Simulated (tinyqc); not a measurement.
# p-type polysilicon, carrier trapping at grain boundaries: effects of single changes

One-dimensional grains of size Lg, uniform ionised doping N, monovalent traps Qt at each boundary at a depth Et below (for electrons) or above (for holes) the band edge there, abrupt depletion of width W on each side of a boundary, Boltzmann statistics. xi is the distance from the band edge at the grain centre to the Fermi level. Trapped charge Qt/(1 + exp((xi + VB - Et)/Vt)) = 2 N W, barrier VB = q N W^2/(2 eps0 eps_r).

Parameters, values chosen for the exercise; values of the order met in polycrystalline silicon: temperature T = 350 K; relative permittivity eps_r = 11.7; valence-band density of states at T NB = 3.34e19 cm^-3; grain size Lg = 34 nm; trap density of a grain boundary Qt = 3.8e12 cm^-2; depth of the trap level from the majority band edge at the boundary Et = 0.39 eV; mass for thermionic emission ms = 0.39 m0; correction factor of the emission rate fe = 0.25; mobility inside the grains mug = 180 cm^2/(V s); doping N = 5.6e18 cm^-3.

Constants: q = 1.602176634e-19 C, kB = 1.380649e-23 J/K, m0 = 9.1093837015e-31 kg, Vt = kB T/q, eps0 = 8.8541878128e-14 F/cm where lengths are in cm. Results are converted to the units shown.

Each table varies one quantity; the others keep the values above.

## Effect of the doping

If the trap equation with xi = Vt ln(NB/N) has a root W < Lg/2, the grain is partly depleted; otherwise W = Lg/2 and the trap equation gives xi = Et - VB + Vt ln(Qt/(N Lg) - 1). N* = Qt/Lg. n0 = NB exp(-xi/Vt); mean density n0 (1 - 2 W/Lg) by charge balance in a partly depleted grain, and n0 (sqrt(pi)/2) erf(u)/u with u = sqrt(VB/Vt) in a fully depleted one; v = sqrt(kB T/(2 pi ms m0)); barrier resistivity Vt exp(VB/Vt)/(q fe n0 v Lg); grain resistivity (1 - 2 W/Lg)/(q n0 mug); effective mobility 1/(q mean density total resistivity). Rows with xi above 0.45 V, towards mid-gap, are left out, since the other carrier type is ignored.

Results:
```
N (cm^-3),N/N*,depleted share 2 W/Lg,VB (V),xi (V),mean density (cm^-3),resistivity (ohm cm),effective mobility (cm^2/(V s))
9.9e16,0.08858,1.000,0.02212,0.4382,1.312e13,6053,78.60
1.8e17,0.1611,1.000,0.04023,0.3996,4.060e13,3065,50.16
3.2e17,0.2863,1.000,0.07151,0.3460,1.942e14,1466,21.92
5.6e17,0.5011,1.000,0.1252,0.2647,2.232e15,585.8,4.773
1e18,0.8947,0.9947,0.2211,0.1058,5.296e15,72.71,16.21
1.8e18,1.611,0.6165,0.1529,0.08809,6.903e17,4.214,2.146
5.6e18,5.011,0.1996,0.04984,0.05386,4.482e18,0.04933,28.23
1e19,8.947,0.1118,0.02791,0.03637,8.882e18,0.01509,46.56
```

Estimate the missing row, N = 3.2e18 cm^-3.

Computed row:
```
N (cm^-3),N/N*,depleted share 2 W/Lg,VB (V),xi (V),mean density (cm^-3),resistivity (ohm cm),effective mobility (cm^2/(V s))
3.2e18,2.863,0.3491,0.08716,0.07074,2.083e18,0.2746,10.91
```

With this row back in the table: As N goes from 9.9e16 to 1e19, VB goes from 0.0221 through a maximum of 0.221 (at N = 1e18 among the rows listed) to 0.0279 V, the resistivity falls from 6050 to 0.0151 ohm cm and the effective mobility moves up and down between 2.15 and 78.6 cm^2/(V s). The steepest fall of the resistivity among the rows, as N^(-4.8), lies between N = 1e18 and 1.8e18 cm^-3; N* = 1.12e18 cm^-3. While the grain is fully depleted VB grows as N; once the traps are full it falls as 1/N. For N = 3.2e18, 5.6e18, 1e19 xi is under 2.5 Vt, where Boltzmann statistics begin to fail. For N = 9.9e16, 1e19 VB is below Vt, where abrupt depletion and thermionic emission are rough. For N = 1e18 the grain is near the changeover between partial and full depletion, within a few Debye lengths, where both limits are rough.

## Effect of the trap density of a grain boundary

Same model as above.

N* = Qt/Lg.

The same in every row: xi (V) = 0.05386.

Effect of the trap density of a grain boundary:
```
Qt (cm^-2),N/N*,depleted share 2 W/Lg,VB (V),mean density (cm^-3),resistivity (ohm cm),effective mobility (cm^2/(V s))
2e11,95.20,0.01050,1.381e-4,5.541e18,0.01467,76.80
3.4e11,56.00,0.01786,3.991e-4,5.500e18,0.01469,77.23
5.7e11,33.40,0.02994,0.001122,5.432e18,0.01483,77.48
9.7e11,19.63,0.05094,0.003248,5.315e18,0.01534,76.54
1.6e12,11.90,0.08403,0.008837,5.129e18,0.01707,71.30
2.8e12,6.800,0.1471,0.02706,4.776e18,0.02613,50.00
4.7e12,4.051,0.2468,0.07623,4.218e18,0.1111,13.32
8e12,2.380,0.4131,0.2135,3.287e18,10.10,0.1879
```

As Qt goes from 2e11 to 8e12, VB rises from 1.38e-4 to 0.214 V, the resistivity rises from 0.0147 to 10.1 ohm cm and the effective mobility goes from 76.8 through a maximum of 77.5 (at Qt = 5.7e11 among the rows listed) to 0.188 cm^2/(V s). In every row xi is under 2.5 Vt, where Boltzmann statistics begin to fail. For Qt = 2e11, 3.4e11, 5.7e11, 9.7e11, 1.6e12, 2.8e12 VB is below Vt, where abrupt depletion and thermionic emission are rough.

tinyqc, about 0.01 s, one thread, Intel Xeon 2.30GHz (shared host): `OMP_NUM_THREADS=1 python tinyqc.py 2830138 2830139 out.jsonl`
